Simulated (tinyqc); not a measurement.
Inputs raised by 10 %, one at a time: regular and subregular solution with a miscibility gap. Computed by tinyqc, a small Python program. Command: `OMP_NUM_THREADS=1 python tinyqc.py 3008049 3008050 out.jsonl regsol sens`. One thread of a shared host (Intel(R) Xeon(R) Processor @ 2.30GHz), about 0.01 s of CPU time with the checks.

Per mole of mixing sites: G(x) = x (1 - x) [L0 + L1 (1 - 2x)] + R T [x ln x + (1 - x) ln(1 - x)], x the fraction of B.

Inputs (values chosen for the exercise, modelled on Ga(1-x)In(x)As):
```
quantity              value                 unit
lattice constant a_A  5.653             angstrom
lattice constant a_B  6.058             angstrom
constant K            49200  kJ angstrom^2.5/mol
asymmetry L1              0               kJ/mol
temperature T           621                    K
start value s0         0.02                    -
```

Source of L0: delta-lattice-parameter rule.

Constants: R = 8.314462618 J/(mol K).

Method:
- A bonding enthalpy -K a^(-2.5) with a linear in x gives L0 = 4.375 K (a_A - a_B)^2/abar^4.5, abar the mean lattice constant; eta = (a_B - a_A)/abar.
- The spinodal is G'' = 0, R T_s(x) = x (1 - x) [2 L0 + 6 L1 (1 - 2x)]; the critical point is its maximum.
- G' = L0 (1 - 2x) + L1 (1 - 6x + 6x^2) + R T ln[x/(1 - x)]; G'' = -2 L0 - 6 L1 (1 - 2x) + R T/[x (1 - x)].
- Common tangent: F1 = G'(x1) - G'(x2) = 0 and F2 = [G - x G'](x1) - [G - x G'](x2) = 0. Newton step: J = [[G''(x1), -G''(x2)], [-x1 G''(x1), x2 G''(x2)]], J dx = -F; a step that would leave 0 < x < 1 is halved until it stays inside. The start is x1 = s0, x2 = 1 - s0.
- Stop when the step is below 1e-12, or when x1 and x2 meet within 1e-5; residuals under 1e-7 are shown as 0.

Runs:
```
input moved                        from      to  critical temperature T_c (K)  solubility limit x1  solubility limit x2  critical composition x_c
base run                              -       -                         746.4           1.6963e-01              0.83037                       0.5
constant K (kJ angstrom^2.5/mol)  49200   54120                         821.0           1.1604e-01              0.88396                       0.5
lattice constant a_B (angstrom)   6.058  6.6638                        3705.1           6.5723e-06              0.99999                       0.5
temperature T (K)                   621   683.1                         746.4           2.5654e-01              0.74346                       0.5
```

Exponents ln(y'/y) / ln(x'/x):
```
input                 critical temperature T_c  solubility limit x1  solubility limit x2  critical composition x_c
constant K                               1.000               -3.984                0.656                         0
lattice constant a_B                    16.811             -106.584                1.950                         0
temperature T                            0.000                4.340               -1.160                         0
```

Which inputs matter most for each result?

Among the inputs moved here: critical temperature T_c answers most in size to lattice constant a_B (exponent +16.811), next to constant K (+1.000); its exponent is below 0.0005 for temperature T. Its exponent +1.000 in constant K: T_c is proportional to L0 when L1 is negligible. Solubility limit x1 answers most in size to lattice constant a_B (exponent -106.584), next to temperature T (+4.340). Solubility limit x2 answers most in size to lattice constant a_B (exponent +1.950), next to temperature T (-1.160). Critical composition x_c hardly depends on these (all exponents below 0.005).

Caution (rows lattice constant a_B): a real alloy may melt or decompose below this critical temperature.
